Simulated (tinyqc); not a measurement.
# From one set of inputs to another, one input at a time

Model: time-domain thermoreflectance: layered heat flow under a modulated pulse train, and what the signal ratio measures. Computed by tinyqc, a small Python program. Command: `OMP_NUM_THREADS=1 python tinyqc.py 3113003 3113004 out.jsonl tdtr ladder`. One thread of a shared host (Intel(R) Xeon(R) Processor @ 2.30GHz), about 0.4 s of CPU time with the checks.

Pulses repeat at 80 MHz; heat is laid down at the surface, all layers are isotropic, and the film is in perfect contact with the substrate.

The inputs printed are set A. Set A is modelled on aluminium on silica; the values taken over come from a set modelled on aluminium on beta-Ga2O3. Inputs not listed in the table keep their values of set A, so the rows need not describe a real material.

Inputs (values chosen for the exercise, modelled on aluminium on silica): metal thickness d = 69 nm; metal conductivity = 170 W/(m K); metal heat capacity = 2.42 MJ/(m^3 K); boundary conductance G under the metal = 97 MW/(m^2 K); film thickness = 190 nm; film conductivity = 6.5 W/(m K); film heat capacity = 2.6 MJ/(m^3 K); substrate conductivity kappa = 1.33 W/(m K); substrate heat capacity C = 1.62 MJ/(m^3 K); modulation frequency f = 1 MHz; spot radius w (1/e^2, pump and probe) = 23 micrometre; delay t = 1300 ps.

Stack: metal, film, substrate.

Method:
- For radial wave number k and angular frequency W each layer has u = sqrt(4 pi^2 k^2 + i W C/kappa) and gamma = kappa u. Surface impedance from below: Z = 1/gamma for the substrate; a layer of thickness L maps Z to (Z + tanh(u L)/gamma)/(1 + gamma Z tanh(u L)); a boundary adds 1/G.
- Response per absorbed watt H(W) = 2 pi int_0^(2/w) Z(k, W) exp(-pi^2 k^2 w^2) k dk by 20 Gauss-Legendre points.
- Signal: X + iY = sum_(m = -M..M) H(2 pi (f + m f_r)) exp(i 2 pi m f_r t) exp(-pi (m/M)^2 x 4), f_r = 80 MHz, M = 4000, with H(-W) the complex conjugate of H(W); V_in = X, V_out = Y, ratio = -V_in/V_out.

Each row keeps all changes above it:
```
input moved                                         from    to  ratio -V_in/V_out  V_out (K/mW)  phase of H(2 pi f) (degrees)
set A                                                  -     -             0.7337     -0.080305                       -61.876
modulation frequency f (MHz)                           1    10             1.7008     -0.015093                       -57.431
substrate heat capacity C (MJ/(m^3 K))              1.62  3.23             1.7864     -0.014798                       -54.851
metal thickness d (nm)                                69    75             1.7193     -0.014565                       -55.663
delay t (ps)                                        1300   350             2.5413     -0.013531                       -55.663
spot radius w (1/e^2, pump and probe) (micrometre)    23   9.2             2.5949     -0.083140                       -54.956
substrate conductivity kappa (W/(m K))              1.33  15.1             3.1539     -0.074082                       -44.812
film thickness (nm)                                  190    45             4.1276     -0.055745                       -39.995
```

Which inputs carry the difference?

Ratio -V_in/V_out goes from 0.734 to 4.13, a factor 5.63 in all. The largest single move comes from modulation frequency f (a factor 2.32). V_out goes from -0.0803 to -0.0557, +0.0246 in all. The largest single move comes from spot radius w (1/e^2, pump and probe) (-0.0696), but it runs against the net change; the largest move in the direction of the net change is modulation frequency f (+0.0652). Phase of H(2 pi f) goes from -61.9 to -40.0, +21.9 in all. The largest single move comes from substrate conductivity kappa (+10.1). The single moves hold for this order of the switches; the total does not depend on the order.

Extremes, crossings and ranges named in words are read from the listed rows.
